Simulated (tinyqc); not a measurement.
# Undoped gate-all-around wire MOSFET, analytic charge model, step by step

tinyqc, about 0.02 s, one thread, Intel Xeon 2.30GHz (shared host): `OMP_NUM_THREADS=1 python tinyqc.py 2460056 2460057 out.jsonl` Printed values are rounded.

An undoped round wire of radius R under an insulator shell and a surrounding gate; long channel, electrons only, n = ni exp((psi - V)/Vt) with V the quasi-Fermi potential (0 at the source, Vd at the drain), constant mobility, no quantisation. The radial Poisson equation gives n(r) = n(0)/(1 - (1 - b) r^2/R^2)^2 with b = Q0/(Q + Q0). Q is the electron charge per area of the wire surface.

Parameters, values chosen for the exercise; material values those of a made-up semiconductor: temperature T = 325 K; band gap Eg = 1.18 eV; relative permittivity of the semiconductor eps_r = 13.4; conduction-band density of states at T Nc = 3.52e19 cm^-3; valence-band density of states at T Nv = 3.24e19 cm^-3; relative permittivity of the gate insulator eox = 21.9; insulator thickness tox = 12 nm; wire radius R = 15 nm; gate work function less that of the intrinsic body dphi = 0.19 V; channel mobility mu = 170 cm^2/(V s); gate length L = 0.1 um; gate voltage Vg = 0.6 V; drain voltage Vd = 1 V.

Constants: q = 1.602176634e-19 C, kB = 1.380649e-23 J/K, Vt = kB T/q, eps0 = 8.8541878128e-14 F/cm where lengths are in cm. Results are converted to the units shown.

## Constants of the wire

ni = sqrt(Nc Nv) exp(-Eg/(2 Vt)), Eg in volts; Cox = eps0 eox/(R ln(1 + tox/R)); Q0 = 4 eps0 eps_r Vt/R; V0 = dphi + Vt ln[8 eps0 eps_r Vt/(q ni R^2)].

ni = 2.395566e10 cm^-3
Cox = 2.199287 uF/cm^2
Q0 = 88.60914 nC/cm^2
V0 = 0.6728977 V

## Iteration 1: charge at the source by substitution

Q at the start = 0 nC/cm^2

With V = 0: u = Vg - V0 - Q/Cox, then Q(new) = (Q0/2)[sqrt(1 + 4 exp(u/Vt)) - 1], the root of Vt ln[(Q/Q0)(1 + Q/Q0)] = u.

u = -0.07289766 V
Q after iteration 1 = 6.137194 nC/cm^2

## Iteration 2: charge at the source by substitution

As before.

u = -0.07568820 V
Q after iteration 2 = 5.587578 nC/cm^2

## Course of the iteration: charge at the source by substitution

Stop when Q changes by less than 1e-8 nC/cm^2, or after 30 iterations.

Course of the iteration:
```
iteration  Q (nC/cm^2)  |change| (nC/cm^2)
1             6.137194                6.14
2             5.587578               0.550
3             5.634833              0.0473
4             5.630755             4.08e-3
5             5.631107             3.52e-4
6             5.631077             3.03e-5
7             5.631079             2.62e-6
8             5.631079             2.26e-7
9             5.631079             1.95e-8
10            5.631079             1.68e-9
```

Converged in 10 iterations. At the end each change is about 0.086 times the one before, with alternating sign: linear convergence.

## Drain current and line charge

Qs = 5.631079 nC/cm^2
Qd = 2.041944e-15 nC/cm^2

Q solves Vg - V0 - V = Q/Cox + Vt ln(Q/Q0) + Vt ln(1 + Q/Q0). I = mu (2 pi R/L)[2 Vt (Qs - Qd) + (Qs^2 - Qd^2)/(2 Cox) + Vt Q0 ln((Qd + Q0)/(Qs + Q0))], with Qs at V = 0 and Qd at V = Vd. Electrons per length at the source: 2 pi R Qs/q; surface over centre density: (1 + Qs/Q0)^2.

first term = 0.05053566 uA
second term = 0.001155025 uA
third term = -0.02449742 uA
I = 0.02719326 uA
electrons per length = 0.03312473 1/nm
surface over centre density = 1.131138

The square-law term makes up 4.25 % of the current.
